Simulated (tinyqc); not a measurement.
Raising U: Hubbard chain of 5 sites, mean field against exact. Computed by the program tinyqc. 

one-body matrix (hopping and site energies) (eV):
```
,1,2,3,4,5
1,-0.1600,-1.7400,0.0000,0.0000,0.0000
2,-1.7400,-0.2400,-1.7400,0.0000,0.0000
3,0.0000,-1.7400,0.4300,-1.7400,0.0000
4,0.0000,0.0000,-1.7400,-0.2700,-1.7400
5,0.0000,0.0000,0.0000,-1.7400,-0.3300
```

electrons, up and down: 3  2

Collinear unrestricted mean field (the lowest of 40 random starts) against exact diagonalisation.

Exact and mean-field results (eV):
```
U,U/t,E exact,E mean field,mean |n_up - n_down|,"double occupancy, exact",first gap in the sector
0.870,0.500,-9.15342,-9.11471,0.227,0.214,1.562
1.740,1.000,-8.26823,-8.11617,0.274,0.193,1.523
3.480,2.000,-6.77960,-6.25284,0.455,0.150,1.347
5.220,3.000,-5.64030,-4.82560,0.681,0.113,1.154
6.960,4.000,-4.78666,-3.89198,0.808,0.085,0.986
10.440,6.000,-3.65817,-2.84480,0.912,0.049,0.741
13.920,8.000,-2.97788,-2.29125,0.950,0.031,0.584
20.880,12.000,-2.22458,-1.72452,0.978,0.015,0.405
34.800,20.000,-1.57921,-1.26483,0.992,0.006,0.248
```

In absolute terms mean field is worst at U/t = 4.0, 0.895 eV too high: at small U it is nearly exact, and at large U it misses only exchange-scale energies. Relative to the exact energy its error is 0.4 % at the smallest U, 23 % at most and 20 % at the largest. The double occupancy falls from 0.214 to 0.006.
